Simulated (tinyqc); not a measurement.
# Floating body of a partially depleted SOI transistor: body voltage and kink: what changes with what

Source at 0 V. Channel current Ic = 2 nf K Vt^2 [F(0) - F(Vd)](1 + la Vd), F(V) = ln^2(1 + exp((Vg - VT - nf V)/(2 nf Vt))), VT = VT0 - gb Vb. Saturation voltage Vs = 2 Vt sqrt(F(0)) + 3 Vt, excess Ve = (Vd - Vs + sqrt((Vd - Vs)^2 + 0.0004 V^2))/2, multiplication M1 = Ai Ve exp(-Bl/Ve). Each junction passes D(v) = J1 (exp(v/Vt) - 1) + J2 (exp(v/(2 Vt)) - 1). Bipolar current Ib = bb J1 (exp(Vb/Vt) - 1). The body settles where M1 (Ic + Ib) = D(Vb) + D(Vb - Vd) + Vb/Rb; drain current Id = (1 + M1)(Ic + Ib) - D(Vb - Vd).

Parameters, values chosen for the exercise; values of the order met in partially depleted silicon-on-insulator transistors:
- T = 300 K (temperature)
- VT0 = 0.41 V (threshold at zero body voltage)
- gb = 0.24 (fall of the threshold per volt of body voltage)
- nf = 1.28 (slope factor)
- K = 300 uA/(V^2 um) (gain factor per width)
- la = 0.07 1/V (channel-length modulation factor)
- Ai = 3.84 1/V (impact-ionisation prefactor)
- Bl = 4.3 V (impact-ionisation voltage)
- J1 = 2.9e-12 uA/um (diffusion saturation current of each junction)
- J2 = 1.4e-8 uA/um (recombination saturation current of each junction)
- bb = 1 (gain of the lateral bipolar transistor on the diffusion current)
- Rb = 1e5 kohm um (resistance of a weak body tie to the source (1e9 stands for no tie, and the term is then dropped))
- Vg = 0.79 V (gate voltage)
- Vd = 2 V (drain voltage)

Constants: q = 1.602176634e-19 C, kB = 1.380649e-23 J/K, Vt = kB T/q. Results are converted to the units shown.

Each table varies one quantity; the others keep the values above.

## Output curve and kink

Rows with more than one solution for Vb (latch) are left out; dId/dVd by a forward difference over 1e-4 V, swing = 1e-4 V over the change of log10 Id; M1 under 1e-12 is printed as 0.

Output curve and kink:

| Vd (V) | Vb (V) | M1 | Id, floating (uA/um) | Id, grounded (uA/um) | ratio | dId/dVd, floating (uS/um) | dId/dVd, grounded (uS/um) |
|---|---|---|---|---|---|---|---|
| 0.84 | 0.1771 | 7.992e-5 | 22.16 | 17.94 | 1.235 | 70.39 | 1.255 |
| 1 | 0.5686 | 5.038e-4 | 33.48 | 18.17 | 1.842 | 22.86 | 1.756 |
| 1.16 | 0.6353 | 0.004042 | 36.21 | 18.55 | 1.952 | 15.14 | 3.111 |
| 1.32 | 0.6744 | 0.01653 | 38.84 | 19.22 | 2.021 | 18.84 | 5.407 |
| 1.48 | 0.7023 | 0.04524 | 42.59 | 20.32 | 2.096 | 29.20 | 8.469 |
| 1.64 | 0.7242 | 0.09650 | 48.60 | 21.95 | 2.214 | 47.56 | 12.05 |
| 1.8 | 0.7426 | 0.1746 | 58.47 | 24.19 | 2.417 | 78.65 | 15.91 |

Vb rises from 0.177 to 0.743 V and the ratio of the currents rises from 1.24 to 2.42. The output conductance with a floating body exceeds the grounded value by the largest factor among the rows, 56.1, at Vd = 0.84 V, where Vb = 0.177 V and M1 = 7.99e-5.

## Transfer curve and swing

Same model as above.

Results:

| Vg (V) | Vb (V) | M1 | Id, floating (uA/um) | Id, grounded (uA/um) | ratio | swing, floating (mV/decade) | swing, grounded (mV/decade) |
|---|---|---|---|---|---|---|---|
| -0.04 | 5.864e-5 | 0.7885 | 1.313e-6 | 1.312e-6 | 1.000 | 77.03 | 77.06 |
| 0.06 | 0.001181 | 0.7882 | 2.678e-5 | 2.656e-5 | 1.009 | 75.78 | 76.43 |
| 0.26 | 0.6869 | 0.7338 | 2.412 | 0.01015 | 237.8 | 107.7 | 80.17 |
| 0.46 | 0.7443 | 0.5670 | 25.61 | 1.303 | 19.65 | 377.4 | 130.6 |
| 0.56 | 0.7542 | 0.4817 | 41.85 | 5.349 | 7.824 | 579.1 | 208.2 |
| 0.66 | 0.7598 | 0.4035 | 58.68 | 13.09 | 4.484 | 796.6 | 318.7 |
| 0.76 | 0.7627 | 0.3328 | 75.75 | 24.05 | 3.150 | 1015 | 448.1 |

Estimate the missing row, Vg = 0.36 V.

Computed row:

| Vg (V) | Vb (V) | M1 | Id, floating (uA/um) | Id, grounded (uA/um) | ratio | swing, floating (mV/decade) | swing, grounded (mV/decade) |
|---|---|---|---|---|---|---|---|
| 0.36 | 0.7255 | 0.6559 | 11.35 | 0.1529 | 74.21 | 212.6 | 92.50 |

With this row back in the table: Vb rises from 5.86e-5 to 0.763 V. The smallest swing among the rows is 75.8 mV a decade with a floating body (at Vg = 0.06 V) and 76.4 with a grounded one; Vt ln 10 = 59.5. In the first row the floating body raises the current by a factor of 1.00.

Range of the model: The multiplication law is an empirical form chosen for the exercise; self-heating and capacitive coupling to the body are left out, and the linear laws are rough once Vb passes about 0.7 V or M1 about 0.1.

Numbers from tinyqc (`OMP_NUM_THREADS=1 python tinyqc.py 2182106 2182107 out.jsonl`; about 0.2 s on one thread of a shared Intel Xeon 2.30GHz).
